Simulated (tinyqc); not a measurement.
Length of a molecular wire: coherent transport through a tight-binding bridge. Computed by the program tinyqc. 

A uniform bridge between two chains:
```
parameter                        value
site energy (eV)              1.000000
hopping in the bridge (eV)    1.270000
lead hopping (eV)             2.650000
couplings (eV)              0.89, 0.71
E (eV)                       -0.160000
```

T = Gamma_L Gamma_R |G_1n|^2 with the self-energies of semi-infinite chains.

Transmission against length:
```
sites           T     ln T
2      8.4415e-01  -0.1694
3      1.1708e-01  -2.1449
4      1.7842e-01  -1.7236
5      5.9836e-01  -0.5136
6      1.0878e-01  -2.2184
7      2.2945e-01  -1.4721
8      4.0445e-01  -0.9052
9      1.0520e-01  -2.2519
10     3.1322e-01  -1.1608
```

E lies inside the band of the bridge (|E - e|/2h = 0.457 < 1): T does not decay but oscillates with length, between 0.105 and 0.844 here, as levels of the bridge pass E.
